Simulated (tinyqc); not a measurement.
WKB tunnelling through a gate dielectric with a two-band (Franz) dispersion: one step. Decay constant through the layer. Three cases, with inputs chosen for the exercise.

Problem. Nine points x = j x_e/8.

At depth x the conduction edge lies u(x) = phi - V x/t above the electron. Parabolic: kappa = sqrt(m u/c). Franz: kappa = sqrt(m u (1 - u/Eg)/c), which vanishes at both band edges. c = hbar^2/2m0. T = exp(-2 integral of kappa dx) over the region u > 0; no image force, no prefactor, zero transverse momentum. The region ends at x_e = min(t, phi t/V); x_e < t is the Fowler-Nordheim regime.

Constants: hbar^2/2m0 = 3.80998211 eV angstrom^2.

Give: kappa (1/angstrom).

Case 1.

Values chosen (of the size used for Al2O3 on silicon; shifted at random, so the results belong to these values and not to a real crystal): Eg = 7.34 eV (gap of the dielectric); phi = 1.97 eV (barrier above the electron energy at the emitter); m = 0.28 m0 (mass at the conduction edge); t = 31 angstrom (thickness); V = 0.7 V (voltage across the layer).

x_e = 31.0000 angstrom

Solution.

kappa (1/angstrom):
```
x (angstrom)  u (eV)  parabolic   Franz
0.000         1.9700     0.3805  0.3255
3.875         1.8825     0.3720  0.3207
7.750         1.7950     0.3632  0.3157
11.625        1.7075     0.3542  0.3103
15.500        1.6200     0.3450  0.3046
19.375        1.5325     0.3356  0.2985
23.250        1.4450     0.3259  0.2920
27.125        1.3575     0.3159  0.2852
31.000        1.2700     0.3055  0.2778
```

At the emitter the Franz value is 14.5 % below the parabolic one, the factor sqrt(1 - phi/Eg).

Case 2.

Values chosen (of the size used for SiO2 on silicon; shifted at random, so the results belong to these values and not to a real crystal): Eg = 8.64 eV (gap of the dielectric); phi = 3.16 eV (barrier above the electron energy at the emitter); m = 0.5 m0 (mass at the conduction edge); t = 33 angstrom (thickness); V = 2.3 V (voltage across the layer).

x_e = 33.0000 angstrom

Solution.

kappa (1/angstrom):
```
x (angstrom)  u (eV)  parabolic   Franz
0.000         3.1600     0.6440  0.5129
4.125         2.8725     0.6140  0.5016
8.250         2.5850     0.5824  0.4876
12.375        2.2975     0.5491  0.4705
16.500        2.0100     0.5136  0.4499
20.625        1.7225     0.4754  0.4254
24.750        1.4350     0.4340  0.3963
28.875        1.1475     0.3881  0.3614
33.000        0.8600     0.3359  0.3188
```

At the emitter the Franz value is 20.4 % below the parabolic one, the factor sqrt(1 - phi/Eg).

Case 3.

Values chosen (of the size used for SiO2 on silicon; shifted at random, so the results belong to these values and not to a real crystal): Eg = 9.06 eV (gap of the dielectric); phi = 2.9 eV (barrier above the electron energy at the emitter); m = 0.5 m0 (mass at the conduction edge); t = 21 angstrom (thickness); V = 1.6 V (voltage across the layer).

x_e = 21.0000 angstrom

Solution.

kappa (1/angstrom):
```
x (angstrom)  u (eV)  parabolic   Franz
0.000         2.9000     0.6169  0.5087
2.625         2.7000     0.5953  0.4987
5.250         2.5000     0.5728  0.4874
7.875         2.3000     0.5494  0.4746
10.500        2.1000     0.5250  0.4601
13.125        1.9000     0.4993  0.4439
15.750        1.7000     0.4723  0.4257
18.375        1.5000     0.4437  0.4053
21.000        1.3000     0.4130  0.3823
```

At the emitter the Franz value is 17.5 % below the parabolic one, the factor sqrt(1 - phi/Eg).

Computed by tinyqc, one run a case: `OMP_NUM_THREADS=1 python tinyqc.py N N+1 out.jsonl` with N = 1480627, 1480648, 1480954; one thread of a shared Intel(R) Xeon(R) Processor @ 2.30GHz, about 0.01 s a run at most.
